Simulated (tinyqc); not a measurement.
# Memristor with linear dopant drift, Biolek window: one period

A film of thickness D has a doped share x: R = Ron x + Roff (1 - x), i = v/R, dx/dt = k i F with k = mv Ron/D^2 and F = 1 - x^(2 p) for i >= 0 and 1 - (x - 1)^(2 p) for i < 0. The drive is v = V0 sin(2 pi f t). The model has no threshold and no heating.

Step h = 1/(12 f), from t = j h. With g(t, x) = dx/dt: k1 = g(t, x), k2 = g(t + h/2, x + h k1/2), k3 = g(t + h/2, x + h k2/2), k4 = g(t + h, x + h k3), x(new) = x + h (k1 + 2 k2 + 2 k3 + k4)/6.

The 12 Runge-Kutta steps against a converged integration; i uses the converged x.

Values chosen for this exercise:
```
symbol,value,unit,meaning
Ron,100,ohm,resistance of the fully doped film
Roff,16000,ohm,resistance of the undoped film
D,15,nm,film thickness
mv,4.1e-14,m^2/(V s),dopant mobility
x0,0.42,,doped share at t = 0
V0,1.1,V,amplitude
p,3,,window exponent
f,5.2,Hz,frequency
```

One period:
```
j    v (V)  x, coarse steps  x, converged  i (uA)
0    0.000           0.4200        0.4200     0.0
1    0.550           0.4288        0.4288    59.9
2    0.953           0.4536        0.4536   108.4
3    1.100           0.4893        0.4893   133.8
4    0.953           0.5274        0.5274   125.1
5    0.550           0.5571        0.5570    77.0
6    0.000           0.5683        0.5683     0.0
7   -0.550           0.5568        0.5568   -77.0
8   -0.953           0.5266        0.5266  -124.9
9   -1.100           0.4885        0.4885  -133.6
10  -0.953           0.4533        0.4533  -108.3
11  -0.550           0.4291        0.4291   -59.9
12   0.000           0.4205        0.4205     0.0
```

What do the numbers show?

The current vanishes with the voltage (pinched loop). At the same voltage, j = 2 and 4, it is 108 uA on the way up and 125 uA on the way down. x peaks at 0.5683 at half period and ends at 0.4205, not at its starting value: this window differs for the two directions of the current. The coarse steps miss by at most 5.1e-6.

Computed by the program tinyqc: `OMP_NUM_THREADS=1 python tinyqc.py 2880134 2880135 out.jsonl`, one thread of a shared Intel Xeon 2.30GHz, about 0.2 s for the whole run.
